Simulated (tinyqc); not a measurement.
Inversion layer as a triangular well, valleys of the Si type: one step. Fermi level and populations. Four cases, with inputs chosen for the exercise.

Task: Solve for EF; c = hbar^2/2m0. The mean distance is sum n_i <z>_i/Ns.

Subband i holds n_i = g m_d/(2 pi c) kB T ln(1 + exp((EF - E_i)/kB T)) (spin included), and EF is fixed by sum n_i = Ns over the levels listed or, where none are listed, over j = 0 to 9 of each group; 1e12/cm^2 = 1e-4/angstrom^2.

Constants: hbar^2/2m0 = 3.80998211 eV angstrom^2; kB = 8.617333262e-05 eV/K.

Case 1.

Values chosen (out of a larger set: near those of Si; not measured data): Ns = 0.97 x 1e12/cm^2 (electron sheet density); T = 300 K (temperature).

Subbands:
```
label,valleys g,m_d (m0),E (eV),<z> (angstrom)
0,2,0.191000,0.057546,20.0671
0',4,0.422367,0.097676,34.0609
1,2,0.191000,0.100614,35.0854
2,2,0.191000,0.135874,47.3810
3,2,0.191000,0.167036,58.2478
1',4,0.422367,0.170777,59.5521
4,2,0.191000,0.195523,68.1816
5,2,0.191000,0.222068,77.4381
2',4,0.422367,0.230625,80.4220
6,2,0.191000,0.247112,86.1712
```

Case 2.

Values chosen (out of a larger set: near those of Si; not measured data): Ns = 6.5 x 1e12/cm^2 (electron sheet density); T = 300 K (temperature).

Subbands:
```
label,valleys g,m_d (m0),E (eV),<z> (angstrom)
0,2,0.189000,0.146180,12.8050
0',4,0.413119,0.246205,21.5669
1,2,0.189000,0.255582,22.3882
2,2,0.189000,0.345150,30.2341
3,2,0.189000,0.424310,37.1684
1',4,0.413119,0.430466,37.7076
4,2,0.189000,0.496673,43.5072
5,2,0.189000,0.564103,49.4138
2',4,0.413119,0.581321,50.9221
6,2,0.189000,0.627719,54.9864
```

Case 3.

Values chosen (out of a larger set: near those of Si; not measured data): Ns = 1.2 x 1e12/cm^2 (electron sheet density); T = 300 K (temperature).

Subbands:
```
label,valleys g,m_d (m0),E (eV),<z> (angstrom)
0,6,0.356293,0.130696,25.3890
1,6,0.356293,0.228510,44.3902
2,6,0.356293,0.308590,59.9466
3,6,0.356293,0.379366,73.6954
4,6,0.356293,0.444064,86.2637
5,6,0.356293,0.504351,97.9750
6,6,0.356293,0.561229,109.0241
7,6,0.356293,0.615358,119.5392
8,6,0.356293,0.667204,129.6107
9,6,0.356293,0.717107,139.3050
```

Case 4.

Values chosen (out of a larger set: near those of Si; not measured data): Ns = 2.7 x 1e12/cm^2 (electron sheet density); T = 150 K (temperature).

Subbands:
```
label,valleys g,m_d (m0),E (eV),<z> (angstrom)
0,2,0.187000,0.097877,15.6488
0',4,0.410927,0.165437,26.4503
1,2,0.187000,0.171129,27.3604
2,2,0.187000,0.231101,36.9488
3,2,0.187000,0.284104,45.4231
1',4,0.410927,0.289249,46.2457
4,2,0.187000,0.332556,53.1696
5,2,0.187000,0.377705,60.3881
2',4,0.410927,0.390616,62.4524
6,2,0.187000,0.420300,67.1983
```

Give: EF; Populations; mean distance from the surface.

Result:

Case 1.

EF = -0.0002 eV

Populations:
```
label,(EF - E)/kB T,n (1e12/cm^2),share (%)
0,-2.23,0.420,43.3
0',-3.79,0.409,42.2
1,-3.90,0.083,8.5
2,-5.26,0.021,2.2
3,-6.47,0.006,0.7
1',-6.61,0.024,2.5
4,-7.57,0.002,0.2
5,-8.60,0.001,0.1
2',-8.93,0.002,0.2
6,-9.57,0.000,0.0
```

mean distance from the surface = 29.42 angstrom

The lowest subband holds 43.3 % of the electrons and is partly degenerate (EF within a few kB T of its edge).

Case 2.

EF = 0.1720 eV

Populations:
```
label,(EF - E)/kB T,n (1e12/cm^2),share (%)
0,1.00,5.354,82.4
0',-2.87,0.983,15.1
1,-3.23,0.158,2.4
2,-6.70,0.005,0.1
3,-9.76,0.000,0.0
1',-10.00,0.001,0.0
4,-12.56,0.000,0.0
5,-15.17,0.000,0.0
2',-15.83,0.000,0.0
6,-17.63,0.000,0.0
```

mean distance from the surface = 14.38 angstrom

The lowest subband holds 82.4 % of the electrons and is partly degenerate (EF within a few kB T of its edge).

Case 3.

EF = 0.0543 eV

Populations:
```
label,(EF - E)/kB T,n (1e12/cm^2),share (%)
0,-2.96,1.171,97.6
1,-6.74,0.027,2.3
2,-9.84,0.001,0.1
3,-12.57,0.000,0.0
4,-15.08,0.000,0.0
5,-17.41,0.000,0.0
6,-19.61,0.000,0.0
7,-21.70,0.000,0.0
8,-23.71,0.000,0.0
9,-25.64,0.000,0.0
```

mean distance from the surface = 25.86 angstrom

The lowest subband holds 97.6 % of the electrons and is partly degenerate (EF within a few kB T of its edge).

Case 4.

EF = 0.1100 eV

Populations:
```
label,(EF - E)/kB T,n (1e12/cm^2),share (%)
0,0.94,2.561,94.9
0',-4.29,0.121,4.5
1,-4.73,0.018,0.7
2,-9.37,0.000,0.0
3,-13.47,0.000,0.0
1',-13.87,0.000,0.0
4,-17.22,0.000,0.0
5,-20.71,0.000,0.0
2',-21.71,0.000,0.0
6,-24.01,0.000,0.0
```

mean distance from the surface = 16.21 angstrom

The lowest subband holds 94.9 % of the electrons and is partly degenerate (EF within a few kB T of its edge).

Computed by tinyqc, one run a case: `OMP_NUM_THREADS=1 python tinyqc.py N N+1 out.jsonl` with N = 1251835, 1252067, 1252133, 1252377; one thread of a shared Intel(R) Xeon(R) Processor @ 2.30GHz, about 0.03 s a run at most.
